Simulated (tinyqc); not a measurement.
Shape of the cross-section: round or elliptic silicon nanowire with anisotropic valleys (Ritz method).

Wire along x = [100] on a (001) wafer, y = [010], z = [001]. Valley groups, two valleys each (w = inverse masses): A, axis along z: w_y = 1/mt, w_z = 1/ml, m_x = mt; B, axis along y: w_y = 1/ml, w_z = 1/mt, m_x = mt; C, axis along x: w_y = w_z = 1/mt, m_x = ml.

Constants: hbar^2/2m0 = 3.80998211 eV angstrom^2.

Parameters, chosen for this exercise (near those of a Si nanowire; shifted at random, so the results belong to these values and not to a real crystal): ml = 0.918 m0 (longitudinal mass); mt = 0.187 m0 (transverse mass); area = 32.2 nm^2 (cross-section, kept fixed); hw = 2 (height over mean width).

Equal area, hard walls, lowest level of -c (w_y d2/dy2 + w_z d2/dz2), c = hbar^2/2m0. Rectangle W x H with H/W = hw; ellipse with b/a = hw; trapezoid of height H, base W/0.8 and top 0.6 of the base; isosceles triangle of height H and base 2W. Ellipse, trapezoid and triangle by converged Ritz bases; 1 nm^2 = 100 angstrom^2.

Levels:

| shape | A (eV) | B (eV) | B - A (meV) |
|---|---|---|---|
| rectangle | 0.1313 | 0.0567 | -74.6 |
| ellipse | 0.1141 | 0.0521 | -61.9 |
| trapezoid | 0.1180 | 0.0577 | -60.3 |
| triangle | 0.0800 | 0.0728 | -7.2 |

W = 40.1 angstrom
H = 80.2 angstrom

How do the results move, and what explains it?

For group A the order is triangle, ellipse, trapezoid, rectangle, spanning 64 %. For group B the order is ellipse, rectangle, trapezoid, triangle, spanning 40 %. The ellipse lies below the rectangle for both groups, since corners hold little of the wave function. The triangle is lowest for A, whose light mass lies across the width and gains from the wide base. The spacing B - A of the valley groups runs from -75 to -7 meV.

Program tinyqc; command `OMP_NUM_THREADS=1 python tinyqc.py 1250130 1250131 out.jsonl`; about 0.06 s on one thread of a shared Intel(R) Xeon(R) Processor @ 2.30GHz.
